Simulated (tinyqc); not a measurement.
# Length offset and series resistance from crossing lines

Inverse problem. R_total = Rs + k (L - dL)/Vo with constant Rs, dL and k. Find k, dL and Rs.

R_total at (L, Vo) = (60, 0.38), (180, 0.38), (60, 0.73) and (180, 0.73), L in nm and Vo in V (ohm um): [498.36842, 1224.6842, 345.72603, 723.80822]

Answer. At each overdrive R is a straight line in L with slope k/Vo; the two lines cross at L = dL, R = Rs.

k = 2.300 ohm um V/nm
dL = 7.400 nm
Rs = 180.0 ohm um

tinyqc, about 0.03 s, one thread, Intel Xeon 2.30GHz (shared host): `OMP_NUM_THREADS=1 python tinyqc.py 2282176 2282177 out.jsonl`
